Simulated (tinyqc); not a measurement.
Formation energy of a charged point defect from supercell energies: one step, computed by the program tinyqc.

The host is a compound AB. Making the defect adds n_A = -1, n_B = 0 atoms to the cell. All total energies are inputs. E_F is counted from the valence-band maximum (VBM); x = 0 is A-rich and x = 1 B-rich growth.

Question. Concentrations at the given E_F and T. E_f(q, E_F) = E_f(q, 0) + q E_F. c_q = N_s exp(-E_f(q, E_F)/k_B T), with all degeneracy factors one and no vibrational entropy.

Inputs (values chosen for the exercise, with gap and screening modelled on CdTe): Fermi level E_F = 0.619 eV; temperature T = 1400 K; site density N_s = 3.4e+22 cm^-3.

Defect: vacancy of A. Supercell lattice: bcc.

charge states q: 1  0  -1

E_f(q, 0) (eV): (q=+1) 0.075966, (q=0) 1.011060, (q=-1) 2.087966

Constants: k_B = 8.617333262e-05 eV/K.

Give: Charge states; lowest formation energy; total concentration; mean charge.

Answer.

Charge states:
```
q   E_f (eV)  c_q (cm^-3)       share
+1    0.6950   1.0708e+20  9.3072e-01
0     1.0111   7.7951e+18  6.7754e-02
-1    1.4690   1.7516e+17  1.5225e-03
```

lowest formation energy = 0.69497 eV

total concentration = 1.1505e+20 cm^-3

mean charge = 0.92920 e

State +1 holds 93.1 % of the defects.
